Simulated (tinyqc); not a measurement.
Comparisons within one model: k.p theory built from an empirical-pseudopotential calculation at Gamma. A value that a table varies takes the place of the one given here.

Empirical pseudopotential on the fcc lattice, atoms at +/- tau, tau = a (1,1,1)/8, no spin-orbit coupling. H(G,G') = c (2 pi/a)^2 |k + G|^2 delta + VS(q) cos(q.tau) + i VA(q) sin(q.tau), q = G - G', c = hbar^2/2m0; k and G in units of 2 pi/a; VS at |q|^2 = 3, 8, 11 and VA at 3, 4, 11, in rydberg, zero elsewhere. The basis is fixed: all 65 G with |G|^2 up to Gcut. Energies are counted from the fourth level at Gamma.

k.p in the lowest n states at Gamma: H_nm = (E_n + c k^2) delta + 2 c k.<n|G|m>, k in 1/angstrom; with all states of the basis it is exact.

Empirical pseudopotential on the fcc lattice, atoms at +/- tau, tau = a (1,1,1)/8, no spin-orbit coupling. H(G,G') = c (2 pi/a)^2 |k + G|^2 delta + VS(q) cos(q.tau) + i VA(q) sin(q.tau), q = G - G', c = hbar^2/2m0; k and G in units of 2 pi/a; VS at |q|^2 = 3, 8, 11 and VA at 3, 4, 11, in rydberg, zero elsewhere. The basis holds all G with |G|^2 up to a cut-off. Energies are counted from the fourth level at Gamma.

For a multiplet A of d_A states, W(B) = (4 c/(3 d_A)) sum over n in A, m in B and i = x, y, z of |<n|G_i|m>|^2 (G in 1/angstrom, <n|G_i|m> = sum_G c_n(G)* G_i c_m(G)); the mean inverse mass of A is 1 + sum_B W(B)/(E_A - E_B). Multiplets with W = 0 are left out.

Valence parameters: D(u) = c + 4 c^2 sum_m <n|u.G|m><m|u.G|n'>/(0 - E_m) on the valence triplet, in units of c, has eigenvalues L, M, M along [100] and (L + 2M + 2N)/3, (L + 2M - N)/3 twice along [111]; g1 = -(L + 2M)/3, g2 = -(L - M)/6, g3 = -N/6.

Constants: hbar^2/2m0 = 3.80998211 eV angstrom^2; Ry = 13.60569312 eV.

Parameters, chosen for this exercise (near those of Ge; not measured data):
- a = 5.674 angstrom (lattice constant)
- VS = (-0.224, 0.011, 0.061) Ry (symmetric form factors)
- VA = (0, 0, 0) Ry (antisymmetric form factors)
- Gcut = 16 (2 pi/a)^2 (largest |G|^2 of the fixed basis)
- VS3 = -0.224 Ry
- VS8 = 0.011 Ry
- VS11 = 0.061 Ry
- VA3 = 0 Ry
- VA4 = 0 Ry
- VA11 = 0 Ry

## How many bands a k.p model needs: band 5 from Gamma to X

Band 5 (counted from below) at k = f (1, 0, 0) 2 pi/a; n ends on whole multiplets.

Energies (eV):
```
f,n = 8,n = 15,n = 27,n = 65 (exact)
0.000,1.409,1.409,1.409,1.409
0.125,2.173,2.132,2.130,2.130
0.250,3.508,2.565,2.553,2.552
0.375,4.154,2.002,1.978,1.975
0.500,4.738,1.541,1.500,1.493
0.625,5.489,1.220,1.157,1.146
0.750,6.404,1.059,0.967,0.952
0.875,7.485,1.072,0.944,0.922
1.000,8.729,1.230,1.095,1.067
```

How do the results move?

With n = 8 the band stays within 0.05 eV of the exact one up to f = 0.125 (error at X: +7.662 eV). With n = 15 the band stays within 0.05 eV of the exact one up to f = 0.500 (error at X: +0.163 eV). With n = 27 the band stays within 0.05 eV of the exact one over the whole line (error at X: +0.028 eV). A smaller basis can only raise a level. The exact band has its minimum on these points at f = 0.875; n = 8 puts it at f = 0.000.

## Convergence with the plane-wave basis

E_s is the lowest empty singlet, Ep its W to the valence triplet, m its mass.

Results:
```
cut-off,plane waves,E_s (eV),Ep (eV),m (m0),g1,g2,g3
8,27,1.218,19.93,0.0577,7.74,2.29,3.28
11,51,1.384,19.90,0.0652,6.99,2.05,2.88
12,59,1.409,19.89,0.0663,7.01,1.98,2.87
16,65,1.409,19.89,0.0663,7.03,1.97,2.87
19,89,1.400,19.91,0.0658,7.05,2.00,2.89
20,113,1.386,19.92,0.0652,7.10,2.02,2.91
24,137,1.387,19.93,0.0652,7.10,2.02,2.91
```

How do the results move?

Against the last row, E_s errs most, by -0.168 eV, at cut-off 8, and by 0.000 eV in the last row but one. Ep varies by 0.2 % over the table and m by 13.1 %: the mass, near E_s/Ep, inherits the errors of both. Local form factors fix the converged values only roughly. The gap is a difference of two levels, so it need not converge steadily, and here it does not.

## What each form factor does (empirical-pseudopotential levels)

Lowest empty singlet and triplet at Gamma and the valence width there (fixed basis); lowest empty level at X = (1,0,0) and L = (1/2,1/2,1/2) from the valence top, these levels and that top with all |k + G|^2 up to 21. Singlet and triplet count orbital degeneracy. VS3 is VS at |q|^2 = 3, and so on. The row for a keeps the form factors fixed, so it is no model of a real expansion, which changes them too. Each row changes one parameter from the base and keeps the others.

Results:
```
case,singlet (eV),triplet (eV),X (eV),L (eV),width (eV)
base,1.409,3.401,1.086,0.977,11.952
a = 5.731 angstrom,1.421,3.423,1.208,1.053,11.673
VS3 = -0.234 Ry,1.319,3.543,1.330,1.077,11.914
VS8 = 0.001 Ry,0.879,3.462,1.000,0.726,12.056
VS11 = 0.051 Ry,0.847,3.174,0.809,0.596,12.144
VA3 = 0.03 Ry,1.460,3.435,0.816,0.986,11.959
VA4 = 0.03 Ry,1.364,3.498,0.680,1.037,11.953
VA11 = 0.03 Ry,1.258,3.359,0.746,0.900,11.974
```

How do the results move?

The largest shifts from the base row, up to three for each result and ties (the steps differ in size, so this ranks the rows, not the parameters). singlet (eV): VS11 -0.563, VS8 -0.530, VA11 -0.151. triplet (eV): VS11 -0.227, VS3 +0.142, VA4 +0.097. X (eV): VA4 -0.406, VA11 -0.340, VS11 -0.277. L (eV): VS11 -0.381, VS8 -0.251, VS3 +0.100. width (eV): a -0.279, VS11 +0.192, VS8 +0.104. In a diamond crystal a small VA enters the levels at Gamma and L only in second order, by symmetry, but splits the degenerate pair at X in first order.

Program tinyqc; command `OMP_NUM_THREADS=1 python tinyqc.py 1050918 1050919 out.jsonl`; about 0.3 s on one thread of a shared Intel(R) Xeon(R) Processor @ 2.30GHz.
